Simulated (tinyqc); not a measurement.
# From injection velocity back to transport mass m

Model: inversion-layer mobility, back-scattering and ballistic limit of a field-effect transistor. Computed by tinyqc, a small Python program. Command: `OMP_NUM_THREADS=1 python tinyqc.py 3002668 3002669 out.jsonl mos inv`. One thread of a shared host (Intel(R) Xeon(R) Processor @ 2.30GHz), about 0.01 s of CPU time with the checks.

The charge at the top of the source barrier is fixed by the gate; series resistance and short-channel effects are left out. F_j are Fermi integrals normalised to exp(eta) in the classical limit.

Inputs (values chosen for the exercise, modelled on a germanium p-channel):

| quantity | value | unit |
|---|---|---|
| valley degeneracy g_v | 1 | - |
| weight w of the inversion charge | 0.333 | - |
| permittivity eps | 16 | - |
| electrical oxide thickness t_inv | 4.8 | nm |
| depletion charge N_dep | 1.4e+11 | 1/cm^2 |
| gate overdrive V_G - V_T | 0.11 | V |
| drain voltage V_D | 0.66 | V |
| temperature T | 300 | K |

Statistics at the top of the barrier: non-degenerate.

Constants: eps_0 = 8.8541878128e-12 F/m; e = 1.602176634e-19 C; m_0 = 9.1093837015e-31 kg; k_B = 1.380649e-23 J/K; hbar = 1.054571817e-34 J s; k_B = 8.617333262e-05 eV/K.

Method:
- N_inv = 3.9 eps_0 (V_G - V_T)/(e t_inv); effective field E_eff = e (N_dep + w N_inv)/(eps eps_0).
- Non-degenerate: every F_j(eta) is replaced by exp(eta).
- Ballistic channel: N_2D = g_v m k_B T/(pi hbar^2), U = e V_D/(k_B T); eta_F solves N_inv = (N_2D/2)[F_0(eta_F) + F_0(eta_F - U)]; v_T = sqrt(2 k_B T/(pi m)); I/W = e (N_2D/2) v_T [F_1/2(eta_F) - F_1/2(eta_F - U)]; injection velocity v_T F_1/2(eta_F)/F_0(eta_F).

Task: A run gave the result below. Find the transport mass m, known to lie between 0.1 and 0.33 m_0.

injection velocity = 1.212789 1e7 cm/s

Result:

Each step takes the trial c = (a f_b - b f_a)/(f_b - f_a), f being the result less the target and a, b, c the logarithms of the listed values; c replaces end b, the old b replaces a if the sign of f changed, and otherwise f_a is halved.

Scan of the range:

| transport mass m (m_0) | injection velocity (1e7 cm/s) |
|---|---|
| 0.100 | 1.70137 |
| 0.122 | 1.54034 |
| 0.149 | 1.39381 |
| 0.182 | 1.26114 |
| 0.222 | 1.14188 |
| 0.270 | 1.03542 |
| 0.330 | 0.93657 |

False position (Illinois rule, in the logarithm of the input) inside the bracket:

| step | end a | end b | trial | injection velocity (1e7 cm/s) |
|---|---|---|---|---|
| 1 | 0.182000 | 0.222000 | 0.197266 | 1.21136 |
| 2 | 0.182000 | 0.197266 | 0.196379 | 1.21409 |
| 3 | 0.197266 | 0.196379 | 0.196800 | 1.21279 |
| 4 | 0.196379 | 0.196800 | 0.196800 | 1.21279 |

Injection velocity falls at every point of a 13-point scan of the range (every second point is shown), so one value fits; it is bracketed by 0.182 and 0.222. The scan shows a pure power law with exponent -0.5000, so scaling from any one row also gives the answer directly. Answer: transport mass m = 0.1968 m_0.

Caution: eta_F is above -1, so the non-degenerate formulas understate the injection velocity and the current.
